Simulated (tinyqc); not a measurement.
Potential step from the flux.

Problem. On one interval J = (q mu Vt/hx) [nb B(d) - na B(-d)], B(d) = d/(exp(d) - 1), d = (psi_b - psi_a)/Vt. Find psi_b - psi_a, and the step at which J would vanish.

Parameters, values chosen for the exercise: temperature T = 400 K; electron mobility mu = 29600 cm^2/(V s); density at the left node na = 6.2e15 cm^-3; density at the right node nb = 1.6e14 cm^-3; node spacing hx = 30 nm.

Constants: q = 1.602176634e-19 C, kB = 1.380649e-23 J/K, Vt = kB T/q. Results are converted to the units shown.

J = -1.0616830e6 A/cm^2

Solution. B(d) falls and B(-d) rises with d, so J falls steadily with the step and one value matches. J = 0 needs nb/na = exp(d), the Boltzmann ratio.

psi_b - psi_a = 0.1030 V
step for J = 0 = -0.1261 V

Computed by the program tinyqc: `OMP_NUM_THREADS=1 python tinyqc.py 2220146 2220147 out.jsonl`, one thread of a shared Intel Xeon 2.30GHz, about 0.01 s for the whole run.
